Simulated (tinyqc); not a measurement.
# Vertical double-diffused power MOSFET, components of the on-resistance: On-resistance against the doping of the gap over the drift doping

Stripe cells of pitch Wp + a, two channels a cell. Current flows through the channels, spreads in the accumulation layer, passes the gap between the p bodies and spreads at 45 degrees into the drift layer below them. Low drain voltage, full ionisation.

Triangular field at breakdown with Ec = Kc N^(1/8): BV = eps0 eps_r Ec^2/(2 q N), so N = (eps0 eps_r Kc^2/(2 q BV))^(4/3); W = 2 BV/Ec; mu = mud (T/300 K)^(-bt); rho = 1/(q mu N); ideal resistance rho W. Pitch p = Wp + a, Cox = 3.9 eps0/tox; zero-bias depletion in the gap w0 = sqrt(2 eps0 eps_r Vbi/(q N Nj)), open gap g = a - 2 w0; R_ch = Lc p/(2 mch Cox Vov); R_acc = 0.6 a p/(4 mac Cox Vov), 0.6 being an empirical factor for current leaving the layer along its length; R_gap = (rho/Nj) xp p/g; spreading depth t = min(W, (p - g)/2); R_drift = (rho p/2) ln((g + 2 t)/g) + rho (W - t); R_on = the sum with Rs.

Parameters, values chosen for the exercise; bulk values close to those of silicon: temperature T = 450 K; relative permittivity eps_r = 11.6; critical-field constant Kc = 3870 V/cm per (cm^-3)^(1/8); rated breakdown voltage of the drift layer BV = 100 V; drift mobility at 300 K mud = 1230 cm^2/(V s); temperature exponent of the drift mobility bt = 2.6; gate oxide thickness (eps_r 3.9) tox = 44 nm; gate overdrive Vov = 5 V; channel mobility mch = 440 cm^2/(V s); accumulation-layer mobility mac = 300 cm^2/(V s); channel length Lc = 0.8 um; width of the p body in one cell, channels included Wp = 8 um; gap between neighbouring p bodies a = 2 um; depth of the p body xp = 1.1 um; built-in voltage of the body junction Vbi = 0.564 V; substrate and contact resistance Rs = 0.58 mohm cm^2.

Constants: q = 1.602176634e-19 C, eps0 = 8.8541878128e-14 F/cm where lengths are in cm. Results are converted to the units shown.

The same in every row: R_ch (mohm cm^2) = 0.23167; R_acc (mohm cm^2) = 0.25484; ideal (mohm cm^2) = 2.2626.

Result of one run:

| R_gap (mohm cm^2) | R_drift (mohm cm^2) | R_on (mohm cm^2) | largest term |
|---|---|---|---|
| 0.20330 | 4.0437 | 5.3135 | drift |

Which doping of the gap over the drift doping Nj gave this result: 1, 3, 8 or 12?

Nj = 12.

The whole series:

| Nj | R_gap (mohm cm^2) | R_drift (mohm cm^2) | R_on (mohm cm^2) | largest term |
|---|---|---|---|---|
| 1 | 3.7955 | 4.7789 | 9.6409 | drift |
| 1.5 | 2.2130 | 4.5506 | 7.8301 | drift |
| 2 | 1.5443 | 4.4295 | 7.0404 | drift |
| 3 | 0.95110 | 4.2980 | 6.3157 | drift |
| 5 | 0.53014 | 4.1775 | 5.7741 | drift |
| 8 | 0.31523 | 4.0968 | 5.4786 | drift |
| 12 | 0.20330 | 4.0437 | 5.3135 | drift |

R_on falls from 9.64 to 5.31 mohm cm^2. The drift term is the largest at Nj = 1 and in all other rows. R_on is 4.26 times the ideal drift resistance in the first row and 2.35 times in the last.

Computed by the program tinyqc: `OMP_NUM_THREADS=1 python tinyqc.py 2230042 2230043 out.jsonl`, one thread of a shared Intel Xeon 2.30GHz, about 0.01 s for the whole run.
